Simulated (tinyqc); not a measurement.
Worked calculation (part 1 of 2): RHF in the sto-3g basis, for BeH2, spin multiplicity 1. Computed by tinyqc, a small Python program that keeps every step (integrals from PySCF). Settings: charge = 0, multiplicity = 1, basis = sto-3g, energy threshold = 1e-09, iteration cap = 77, orthogonalisation = symmetric, start = core, DIIS depth = 0, damping = 0.5, method = RHF. Command: `OMP_NUM_THREADS=1 python tinyqc.py 25528 25529 out.jsonl` (the two numbers bound the seeds that draw the settings). One thread of a shared host (Intel(R) Xeon(R) Processor @ 2.60GHz), about 0.06 s of CPU time with the checks. Later iterations appear only in the table of the cycle.

## One-electron integrals

Geometry (angstrom):
```
atom       x        y       z
Be    0.0000   0.0000  0.0000
H     0.0000   1.5090  0.0000
H     0.0000  -1.5090  0.0000
```

Basis sto-3g: exponents (1/bohr^2) and contraction coefficients of normalised primitives:
```
element  l (shell)  exponent  coefficient
Be           s (1)   30.1679       0.1543
Be           s (1)    5.4951       0.5353
Be           s (1)    1.4872       0.4446
Be           s (2)    1.3148      -0.1000
Be           s (2)    0.3055       0.3995
Be           s (2)    0.0994       0.7001
Be           p (3)    1.3148       0.1559
Be           p (3)    0.3055       0.6077
Be           p (3)    0.0994       0.3920
H            s (1)    3.4253       0.1543
H            s (1)    0.6239       0.5353
H            s (1)    0.1689       0.4446
```

Overlap, kinetic and nuclear-attraction integrals over the contracted functions; the nuclear repulsion is the sum of Za Zb / Rab.

nuclear repulsion = 2.980786 hartree

overlap S:
```
         1Be 1s  1Be 2s  1Be 2px  1Be 2py  1Be 2pz   2H 1s    3H 1s
1Be 1s   1.0000  0.2595   0.0000   0.0000   0.0000  0.0479   0.0479
1Be 2s   0.2595  1.0000   0.0000   0.0000   0.0000  0.3935   0.3935
1Be 2px  0.0000  0.0000   1.0000   0.0000   0.0000  0.0000   0.0000
1Be 2py  0.0000  0.0000   0.0000   1.0000   0.0000  0.4741  -0.4741
1Be 2pz  0.0000  0.0000   0.0000   0.0000   1.0000  0.0000   0.0000
2H 1s    0.0479  0.3935   0.0000   0.4741   0.0000  1.0000   0.0176
3H 1s    0.0479  0.3935   0.0000  -0.4741   0.0000  0.0176   1.0000
```

kinetic energy T (hartree):
```
          1Be 1s   1Be 2s  1Be 2px  1Be 2py  1Be 2pz    2H 1s    3H 1s
1Be 1s    6.6940  -0.0330   0.0000   0.0000   0.0000  -0.0131  -0.0131
1Be 2s   -0.0330   0.2111   0.0000   0.0000   0.0000   0.0456   0.0456
1Be 2px   0.0000   0.0000   0.6606   0.0000   0.0000   0.0000   0.0000
1Be 2py   0.0000   0.0000   0.0000   0.6606   0.0000   0.1412  -0.1412
1Be 2pz   0.0000   0.0000   0.0000   0.0000   0.6606   0.0000   0.0000
2H 1s    -0.0131   0.0456   0.0000   0.1412   0.0000   0.7600  -0.0065
3H 1s    -0.0131   0.0456   0.0000  -0.1412   0.0000  -0.0065   0.7600
```

nuclear attraction V (hartree):
```
           1Be 1s   1Be 2s  1Be 2px  1Be 2py  1Be 2pz    2H 1s    3H 1s
1Be 1s   -15.2625  -2.0813   0.0000   0.0000   0.0000  -0.3826  -0.3826
1Be 2s    -2.0813  -2.9864   0.0000   0.0000   0.0000  -1.0939  -1.0939
1Be 2px    0.0000   0.0000  -2.9029   0.0000   0.0000   0.0000   0.0000
1Be 2py    0.0000   0.0000   0.0000  -3.0982   0.0000  -1.2850   1.2850
1Be 2pz    0.0000   0.0000   0.0000   0.0000  -2.9029   0.0000   0.0000
2H 1s     -0.3826  -1.0939   0.0000  -1.2850   0.0000  -2.7992  -0.0582
3H 1s     -0.3826  -1.0939   0.0000   1.2850   0.0000  -0.0582  -2.7992
```

core Hamiltonian H = T + V (hartree):
```
          1Be 1s   1Be 2s  1Be 2px  1Be 2py  1Be 2pz    2H 1s    3H 1s
1Be 1s   -8.5685  -2.1143   0.0000   0.0000   0.0000  -0.3957  -0.3957
1Be 2s   -2.1143  -2.7753   0.0000   0.0000   0.0000  -1.0483  -1.0483
1Be 2px   0.0000   0.0000  -2.2423   0.0000   0.0000   0.0000   0.0000
1Be 2py   0.0000   0.0000   0.0000  -2.4376   0.0000  -1.1438   1.1438
1Be 2pz   0.0000   0.0000   0.0000   0.0000  -2.2423   0.0000   0.0000
2H 1s    -0.3957  -1.0483   0.0000  -1.1438   0.0000  -2.0392  -0.0647
3H 1s    -0.3957  -1.0483   0.0000   1.1438   0.0000  -0.0647  -2.0392
```

## Two-electron integrals

Functions are numbered as in S; the eight-fold symmetry (ij|kl) = (ji|kl) = (kl|ij) leaves the list below.

Two-electron integrals (ij|kl) in chemists' order, unique and non-zero (hartree):
```
(11|11) 2.2988     (21|11) 0.3920     (21|21) 0.0795     (22|11) 0.5710
(22|21) 0.1430     (22|22) 0.4177     (31|31) 0.0146     (32|31) 0.0219
(32|32) 0.0923     (33|11) 0.5696     (33|21) 0.1431     (33|22) 0.4176
(33|33) 0.4499     (41|41) 0.0146     (42|41) 0.0219     (42|42) 0.0923
(43|43) 0.0242     (44|11) 0.5696     (44|21) 0.1431     (44|22) 0.4176
(44|33) 0.4014     (44|44) 0.4499     (51|51) 0.0146     (52|51) 0.0219
(52|52) 0.0923     (53|53) 0.0242     (54|54) 0.0242     (55|11) 0.5696
(55|21) 0.1431     (55|22) 0.4176     (55|33) 0.4014     (55|44) 0.4014
(55|55) 0.4499     (61|11) 0.0715     (61|21) 0.0145     (61|22) 0.0263
(61|33) 0.0261     (61|41) 0.0013     (61|42) 0.0024     (61|44) 0.0267
(61|55) 0.0261     (61|61) 0.0028     (62|11) 0.1812     (62|21) 0.0461
(62|22) 0.1476     (62|33) 0.1419     (62|41) 0.0060     (62|42) 0.0376
(62|44) 0.1589     (62|55) 0.1419     (62|61) 0.0093     (62|62) 0.0791
(63|31) 0.0041     (63|32) 0.0196     (63|43) 0.0064     (63|63) 0.0071
(64|11) 0.1973     (64|21) 0.0508     (64|22) 0.1705     (64|33) 0.1604
(64|41) 0.0097     (64|42) 0.0584     (64|44) 0.1905     (64|55) 0.1604
(64|61) 0.0107     (64|62) 0.1037     (64|64) 0.1400     (65|51) 0.0041
(65|52) 0.0196     (65|54) 0.0064     (65|65) 0.0071     (66|11) 0.3490
(66|21) 0.0904     (66|22) 0.3250     (66|33) 0.3016     (66|41) 0.0135
(66|42) 0.1102     (66|44) 0.3715     (66|55) 0.3016     (66|61) 0.0186
(66|62) 0.2233     (66|64) 0.3102     (66|66) 0.7746     (71|11) 0.0715
(71|21) 0.0145     (71|22) 0.0263     (71|33) 0.0261     (71|41) -0.0013
(71|42) -0.0024    (71|44) 0.0267     (71|55) 0.0261     (71|61) 0.0025
(71|62) 0.0078     (71|64) 0.0084     (71|66) 0.0152     (71|71) 0.0028
(72|11) 0.1812     (72|21) 0.0461     (72|22) 0.1476     (72|33) 0.1419
(72|41) -0.0060    (72|42) -0.0376    (72|44) 0.1589     (72|55) 0.1419
(72|61) 0.0078     (72|62) 0.0401     (72|64) 0.0426     (72|66) 0.0832
(72|71) 0.0093     (72|72) 0.0791     (73|31) 0.0041     (73|32) 0.0196
(73|43) -0.0064    (73|63) 0.0028     (73|73) 0.0071     (74|11) -0.1973
(74|21) -0.0508    (74|22) -0.1705    (74|33) -0.1604    (74|41) 0.0097
(74|42) 0.0584     (74|44) -0.1905    (74|55) -0.1604    (74|61) -0.0084
(74|62) -0.0426    (74|64) -0.0438    (74|66) -0.0877    (74|71) -0.0107
(74|72) -0.1037    (74|74) 0.1400     (75|51) 0.0041     (75|52) 0.0196
(75|54) -0.0064    (75|65) 0.0028     (75|75) 0.0071     (76|11) 0.0109
(76|21) 0.0027     (76|22) 0.0077     (76|33) 0.0076     (76|44) 0.0079
(76|55) 0.0076     (76|61) 4.99e-04   (76|62) 0.0028     (76|64) 0.0033
(76|66) 0.0063     (76|71) 4.99e-04   (76|72) 0.0028     (76|74) -0.0033
(76|76) 1.43e-04   (77|11) 0.3490     (77|21) 0.0904     (77|22) 0.3250
(77|33) 0.3016     (77|41) -0.0135    (77|42) -0.1102    (77|44) 0.3715
(77|55) 0.3016     (77|61) 0.0152     (77|62) 0.0832     (77|64) 0.0877
(77|66) 0.1753     (77|71) 0.0186     (77|72) 0.2233     (77|74) -0.3102
(77|76) 0.0063     (77|77) 0.7746
```

## Orthogonalisation

S = U s U^T; symmetric (Loewdin) form X = U s^(-1/2) U^T, so that X^T S X = 1.

eigenvalues of S: 0.3207  0.4170  0.9514  1.0000  1.0000  1.6492  1.6617

X:
```
          1Be 1s   1Be 2s  1Be 2px  1Be 2py  1Be 2pz    2H 1s    3H 1s
1Be 1s    1.0286  -0.1517   0.0000   0.0000   0.0000   0.0208   0.0208
1Be 2s   -0.1517   1.1836   0.0000   0.0000   0.0000  -0.2493  -0.2493
1Be 2px   0.0000   0.0000   1.0000   0.0000   0.0000   0.0000   0.0000
1Be 2py   0.0000   0.0000   0.0000   1.2643   0.0000  -0.3500   0.3500
1Be 2pz   0.0000   0.0000   0.0000   0.0000   1.0000   0.0000   0.0000
2H 1s     0.0208  -0.2493   0.0000  -0.3500   0.0000   1.2088  -0.0685
3H 1s     0.0208  -0.2493   0.0000   0.3500   0.0000  -0.0685   1.2088
```

## Starting guess

The start is the orbitals of the core Hamiltonian; D = 2 C_occ C_occ^T.

D at the start:
```
          1Be 1s   1Be 2s  1Be 2px  1Be 2py  1Be 2pz    2H 1s    3H 1s
1Be 1s    2.1387  -0.5187   0.0000   0.0000   0.0000  -0.0223  -0.0223
1Be 2s   -0.5187   1.8949   0.0000   0.0000   0.0000   0.1391   0.1391
1Be 2px   0.0000   0.0000   0.0000   0.0000   0.0000   0.0000   0.0000
1Be 2py   0.0000   0.0000   0.0000   2.1118   0.0000  -0.0608   0.0608
1Be 2pz   0.0000   0.0000   0.0000   0.0000   0.0000   0.0000   0.0000
2H 1s    -0.0223   0.1391   0.0000  -0.0608   0.0000   0.0121   0.0086
3H 1s    -0.0223   0.1391   0.0000   0.0608   0.0000   0.0086   0.0121
```

## Iteration 1: building the Fock matrix

J_ij = sum D_kl (ij|kl), K_ij = sum D_kl (ik|jl); F = H + J - 0.5 K; E = tr D H + tr D J / 2 - 0.25 tr D K + E_nn.

Coulomb J (hartree):
```
         1Be 1s  1Be 2s  1Be 2px  1Be 2py  1Be 2pz   2H 1s    3H 1s
1Be 1s   6.8497  1.3434   0.0000   0.0000   0.0000  0.2466   0.2466
1Be 2s   1.3434  2.7924   0.0000   0.0000   0.0000  0.9732   0.9732
1Be 2px  0.0000  0.0000   2.7536   0.0000   0.0000  0.0000   0.0000
1Be 2py  0.0000  0.0000   0.0000   2.8598   0.0000  1.1170  -1.1170
1Be 2pz  0.0000  0.0000   0.0000   0.0000   2.7536  0.0000   0.0000
2H 1s    0.2466  0.9732   0.0000   1.1170   0.0000  2.1000   0.0526
3H 1s    0.2466  0.9732   0.0000  -1.1170   0.0000  0.0526   2.1000
```

exchange K (hartree):
```
         1Be 1s  1Be 2s  1Be 2px  1Be 2py  1Be 2pz   2H 1s    3H 1s
1Be 1s   4.6929  0.8290   0.0000   0.0000   0.0000  0.1659   0.1659
1Be 2s   0.8290  1.0795   0.0000   0.0000   0.0000  0.4500   0.4500
1Be 2px  0.0000  0.0000   0.2437   0.0000   0.0000  0.0000   0.0000
1Be 2py  0.0000  0.0000   0.0000   1.1213   0.0000  0.4652  -0.4652
1Be 2pz  0.0000  0.0000   0.0000   0.0000   0.2437  0.0000   0.0000
2H 1s    0.1659  0.4500   0.0000   0.4652   0.0000  0.4761   0.0158
3H 1s    0.1659  0.4500   0.0000  -0.4652   0.0000  0.0158   0.4761
```

Fock matrix F (hartree):
```
          1Be 1s   1Be 2s  1Be 2px  1Be 2py  1Be 2pz    2H 1s    3H 1s
1Be 1s   -4.0652  -1.1854   0.0000   0.0000   0.0000  -0.2320  -0.2320
1Be 2s   -1.1854  -0.5226   0.0000   0.0000   0.0000  -0.3001  -0.3001
1Be 2px   0.0000   0.0000   0.3895   0.0000   0.0000   0.0000   0.0000
1Be 2py   0.0000   0.0000   0.0000  -0.1384   0.0000  -0.2594   0.2594
1Be 2pz   0.0000   0.0000   0.0000   0.0000   0.3895   0.0000   0.0000
2H 1s    -0.2320  -0.3001   0.0000  -0.2594   0.0000  -0.1772  -0.0200
3H 1s    -0.2320  -0.3001   0.0000   0.2594   0.0000  -0.0200  -0.1772
```

total energy of this density = -14.866183 hartree

This density is the starting one.

## Iteration 1: diagonalisation and new density

Diagonalise F' = X^T F X, C = X C', fill 3 alpha and 3 beta electrons from the bottom; D = 2 C_occ C_occ^T; the new density keeps 0.5 of the old one (damping). Each column has its largest component positive (the first on a tie).

F' = X^T F X (hartree):
```
         1        2       3        4       5        6        7
1  -3.9592  -0.6572  0.0000   0.0000  0.0000  -0.0208  -0.0208
2  -0.6572  -0.1055  0.0000   0.0000  0.0000  -0.2506  -0.2506
3   0.0000   0.0000  0.3895   0.0000  0.0000   0.0000   0.0000
4   0.0000   0.0000  0.0000   0.1994  0.0000  -0.3510   0.3510
5   0.0000   0.0000  0.0000   0.0000  0.3895   0.0000   0.0000
6  -0.0208  -0.2506  0.0000  -0.3510  0.0000   0.0962  -0.0774
7  -0.0208  -0.2506  0.0000   0.3510  0.0000  -0.0774   0.0962
```

orbital energies (hartree): MO1 -4.0700, MO2 -0.3328, MO3 -0.3100, MO4 0.3570, MO5 0.3895, MO6 0.3895, MO7 0.6830

coefficients C:
```
             MO1      MO2      MO3      MO4     MO5      MO6      MO7
1Be 1s    0.9897  -0.2232   0.0000  -0.2291  0.0000   0.0000   0.0000
1Be 2s    0.0386   0.6068   0.0000   1.0856  0.0000   0.0000   0.0000
1Be 2px   0.0000   0.0000   0.0000   0.0000  1.0000  -0.0018   0.0000
1Be 2py   0.0000   0.0000   0.5278   0.0000  0.0000   0.0000   1.2510
1Be 2pz   0.0000   0.0000   0.0000   0.0000  0.0018   1.0000   0.0000
2H 1s    -0.0035   0.3848   0.4026  -0.7514  0.0000   0.0000  -0.8810
3H 1s    -0.0035   0.3848  -0.4026  -0.7514  0.0000   0.0000   0.8810
```

D after iteration 1:
```
          1Be 1s   1Be 2s  1Be 2px  1Be 2py  1Be 2pz    2H 1s    3H 1s
1Be 1s    2.0987  -0.3566   0.0000   0.0000   0.0000  -0.1004  -0.1004
1Be 2s   -0.3566   1.3171   0.0000   0.0000   0.0000   0.3029   0.3029
1Be 2px   0.0000   0.0000   0.0000   0.0000   0.0000   0.0000   0.0000
1Be 2py   0.0000   0.0000   0.0000   1.3344   0.0000   0.1821  -0.1821
1Be 2pz   0.0000   0.0000   0.0000   0.0000   0.0000   0.0000   0.0000
2H 1s    -0.1004   0.3029   0.0000   0.1821   0.0000   0.3162  -0.0098
3H 1s    -0.1004   0.3029   0.0000  -0.1821   0.0000  -0.0098   0.3162
```

Within a degenerate level the vectors are fixed only up to a rotation; this is one choice.

## Iteration 2: building the Fock matrix

As before.

Coulomb J (hartree):
```
         1Be 1s  1Be 2s  1Be 2px  1Be 2py  1Be 2pz   2H 1s    3H 1s
1Be 1s   6.6120  1.2895   0.0000   0.0000   0.0000  0.2369   0.2369
1Be 2s   1.2895  2.7015   0.0000   0.0000   0.0000  0.9727   0.9727
1Be 2px  0.0000  0.0000   2.6478   0.0000   0.0000  0.0000   0.0000
1Be 2py  0.0000  0.0000   0.0000   2.7989   0.0000  1.1341  -1.1341
1Be 2pz  0.0000  0.0000   0.0000   0.0000   2.6478  0.0000   0.0000
2H 1s    0.2369  0.9727   0.0000   1.1341   0.0000  2.2159   0.0511
3H 1s    0.2369  0.9727   0.0000  -1.1341   0.0000  0.0511   2.2159
```

exchange K (hartree):
```
         1Be 1s  1Be 2s  1Be 2px  1Be 2py  1Be 2pz   2H 1s    3H 1s
1Be 1s   4.6607  0.8217   0.0000   0.0000   0.0000  0.1594   0.1594
1Be 2s   0.8217  0.9751   0.0000   0.0000   0.0000  0.5046   0.5046
1Be 2px  0.0000  0.0000   0.2001   0.0000   0.0000  0.0000   0.0000
1Be 2py  0.0000  0.0000   0.0000   1.0319   0.0000  0.5514  -0.5514
1Be 2pz  0.0000  0.0000   0.0000   0.0000   0.2001  0.0000   0.0000
2H 1s    0.1594  0.5046   0.0000   0.5514   0.0000  0.7800   0.0144
3H 1s    0.1594  0.5046   0.0000  -0.5514   0.0000  0.0144   0.7800
```

Fock matrix F (hartree):
```
          1Be 1s   1Be 2s  1Be 2px  1Be 2py  1Be 2pz    2H 1s    3H 1s
1Be 1s   -4.2868  -1.2357   0.0000   0.0000   0.0000  -0.2385  -0.2385
1Be 2s   -1.2357  -0.5614   0.0000   0.0000   0.0000  -0.3280  -0.3280
1Be 2px   0.0000   0.0000   0.3054   0.0000   0.0000   0.0000   0.0000
1Be 2py   0.0000   0.0000   0.0000  -0.1546   0.0000  -0.2854   0.2854
1Be 2pz   0.0000   0.0000   0.0000   0.0000   0.3054   0.0000   0.0000
2H 1s    -0.2385  -0.3280   0.0000  -0.2854   0.0000  -0.2133  -0.0208
3H 1s    -0.2385  -0.3280   0.0000   0.2854   0.0000  -0.0208  -0.2133
```

total energy of this density = -15.179410 hartree

This density is a damped mixture and is not idempotent.

## Iteration 2: diagonalisation and new density

As before.

F' = X^T F X (hartree):
```
         1        2       3        4       5        6        7
1  -4.1790  -0.6777  0.0000   0.0000  0.0000  -0.0174  -0.0174
2  -0.6777  -0.1194  0.0000   0.0000  0.0000  -0.2711  -0.2711
3   0.0000   0.0000  0.3054   0.0000  0.0000   0.0000   0.0000
4   0.0000   0.0000  0.0000   0.2109  0.0000  -0.3764   0.3764
5   0.0000   0.0000  0.0000   0.0000  0.3054   0.0000   0.0000
6  -0.0174  -0.2711  0.0000  -0.3764  0.0000   0.0782  -0.0803
7  -0.0174  -0.2711  0.0000   0.3764  0.0000  -0.0803   0.0782
```

orbital energies (hartree): MO1 -4.2909, MO2 -0.3792, MO3 -0.3482, MO4 0.3054, MO5 0.3054, MO6 0.3696, MO7 0.7176

coefficients C:
```
             MO1      MO2      MO3      MO4     MO5      MO6      MO7
1Be 1s    0.9907  -0.2186   0.0000   0.0000  0.0000  -0.2291   0.0000
1Be 2s    0.0351   0.6000   0.0000   0.0000  0.0000   1.0895   0.0000
1Be 2px   0.0000   0.0000   0.0000   0.9426  0.3340   0.0000   0.0000
1Be 2py   0.0000   0.0000   0.5132   0.0000  0.0000   0.0000   1.2570
1Be 2pz   0.0000   0.0000   0.0000  -0.3340  0.9426   0.0000   0.0000
2H 1s    -0.0037   0.3895   0.4128   0.0000  0.0000  -0.7490  -0.8763
3H 1s    -0.0037   0.3895  -0.4128   0.0000  0.0000  -0.7490   0.8763
```

D after iteration 2:
```
          1Be 1s   1Be 2s  1Be 2px  1Be 2py  1Be 2pz    2H 1s    3H 1s
1Be 1s    2.0787  -0.2746   0.0000   0.0000   0.0000  -0.1390  -0.1390
1Be 2s   -0.2746   1.0198   0.0000   0.0000   0.0000   0.3850   0.3850
1Be 2px   0.0000   0.0000   0.0000   0.0000   0.0000   0.0000   0.0000
1Be 2py   0.0000   0.0000   0.0000   0.9306   0.0000   0.3029  -0.3029
1Be 2pz   0.0000   0.0000   0.0000   0.0000   0.0000   0.0000   0.0000
2H 1s    -0.1390   0.3850   0.0000   0.3029   0.0000   0.4802  -0.0236
3H 1s    -0.1390   0.3850   0.0000  -0.3029   0.0000  -0.0236   0.4802
```

Within a degenerate level the vectors are fixed only up to a rotation; this is one choice.

## Iteration 31 (converged): orbitals

converged F (hartree):
```
          1Be 1s   1Be 2s  1Be 2px  1Be 2py  1Be 2pz    2H 1s    3H 1s
1Be 1s   -4.5263  -1.2891   0.0000   0.0000   0.0000  -0.2459  -0.2459
1Be 2s   -1.2891  -0.6029   0.0000   0.0000   0.0000  -0.3566  -0.3566
1Be 2px   0.0000   0.0000   0.2139   0.0000   0.0000   0.0000   0.0000
1Be 2py   0.0000   0.0000   0.0000  -0.1680   0.0000  -0.3109   0.3109
1Be 2pz   0.0000   0.0000   0.0000   0.0000   0.2139   0.0000   0.0000
2H 1s    -0.2459  -0.3566   0.0000  -0.3109   0.0000  -0.2505  -0.0212
3H 1s    -0.2459  -0.3566   0.0000   0.3109   0.0000  -0.0212  -0.2505
```

Diagonalise F' = X^T F X, C = X C', fill 3 alpha and 3 beta electrons from the bottom; D = 2 C_occ C_occ^T. Each column has its largest component positive (the first on a tie).

F' = X^T F X (hartree):
```
         1        2       3        4       5        6        7
1  -4.4170  -0.6985  0.0000   0.0000  0.0000  -0.0146  -0.0146
2  -0.6985  -0.1360  0.0000   0.0000  0.0000  -0.2915  -0.2915
3   0.0000   0.0000  0.2139   0.0000  0.0000   0.0000   0.0000
4   0.0000   0.0000  0.0000   0.2258  0.0000  -0.4015   0.4015
5   0.0000   0.0000  0.0000   0.0000  0.2139   0.0000   0.0000
6  -0.0146  -0.2915  0.0000  -0.4015  0.0000   0.0588  -0.0821
7  -0.0146  -0.2915  0.0000   0.4015  0.0000  -0.0821   0.0588
```

orbital energies (hartree): MO1 -4.5297, MO2 -0.4271, MO3 -0.3861, MO4 0.2139, MO5 0.2139, MO6 0.3805, MO7 0.7527

coefficients C:
```
             MO1      MO2      MO3      MO4     MO5      MO6      MO7
1Be 1s    0.9918  -0.2144   0.0000   0.0000  0.0000  -0.2284   0.0000
1Be 2s    0.0314   0.5957   0.0000   0.0000  0.0000   1.0919   0.0000
1Be 2px   0.0000   0.0000   0.0000  -0.4118  0.9113   0.0000   0.0000
1Be 2py   0.0000   0.0000   0.4972   0.0000  0.0000   0.0000   1.2634
1Be 2pz   0.0000   0.0000   0.0000   0.9113  0.4118   0.0000   0.0000
2H 1s    -0.0037   0.3925   0.4239   0.0000  0.0000  -0.7474  -0.8709
3H 1s    -0.0037   0.3925  -0.4239   0.0000  0.0000  -0.7474   0.8709
```

D after iteration 31:
```
          1Be 1s   1Be 2s  1Be 2px  1Be 2py  1Be 2pz    2H 1s    3H 1s
1Be 1s    2.0594  -0.1932   0.0000   0.0000   0.0000  -0.1757  -0.1757
1Be 2s   -0.1932   0.7118   0.0000   0.0000   0.0000   0.4674   0.4674
1Be 2px   0.0000   0.0000   0.0000   0.0000   0.0000   0.0000   0.0000
1Be 2py   0.0000   0.0000   0.0000   0.4944   0.0000   0.4215  -0.4215
1Be 2pz   0.0000   0.0000   0.0000   0.0000   0.0000   0.0000   0.0000
2H 1s    -0.1757   0.4674   0.0000   0.4215   0.0000   0.6675  -0.0513
3H 1s    -0.1757   0.4674   0.0000  -0.4215   0.0000  -0.0513   0.6675
```

Within a degenerate level the vectors are fixed only up to a rotation; this is one choice.
